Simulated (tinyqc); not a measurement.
Van der Pauw, Hall and four-point-probe measurements on a doped layer: correction factor against the shape of the sample.

A uniform p-type layer with sheet resistance Rs = 1/(q ns mu), point contacts, low field (mu B small).

Rs = 1/(q ns mu). For a rectangle with contacts at the corners, RA = (8 Rs/pi) sum_(k>=0) ln coth((2k + 1) pi a/(2 b)) with current along a short side b and voltage along the opposite one, RB the same with a and b exchanged. ar = a/b. F = Rs/[(pi/ln 2)(RA + RB)/2]; small-asymmetry estimate 1 - (ln 2/2) d^2 - ((ln 2)^2/4 - (ln 2)^3/12) d^4 with d = (RB - RA)/(RB + RA).

Inputs (values chosen for the exercise):
```
symbol,value,unit,meaning
ns,1.6e14,cm^-2,sheet density of the layer
mu,78,cm^2/(V s),drift mobility
```

Constants: q = 1.602176634e-19 C. Results are converted to the units shown.

Correction factor against the shape of the sample:
```
ar,RA (ohm),RB (ohm),RB/RA,F,estimate of F
1,110.3,110.3,1.000,1.000,1.000
1.14,70.97,162.8,2.293,0.9442,0.9444
1.29,44.28,225.3,5.089,0.8185,0.8249
1.43,28.51,287.8,10.09,0.6977,0.7254
1.57,18.37,352.9,19.22,0.5944,0.6577
1.71,11.83,419.7,35.48,0.5114,0.6167
1.86,7.384,492.5,66.70,0.4415,0.5917
2,4.757,561.2,118.0,0.3899,0.5787
```

RB/RA rises from 1.00 to 118 and F falls from 1.00 to 0.390. The estimate is 0.78 % above F at a/b = 1.29 and 48 % above it in the last row. RA shrinks about as exp(-pi a/b): by a factor of 1.55 between the last two rows, against 1.55.

Computed by the program tinyqc: `OMP_NUM_THREADS=1 python tinyqc.py 2850186 2850187 out.jsonl`, one thread of a shared Intel Xeon 2.30GHz, about 0.01 s for the whole run.
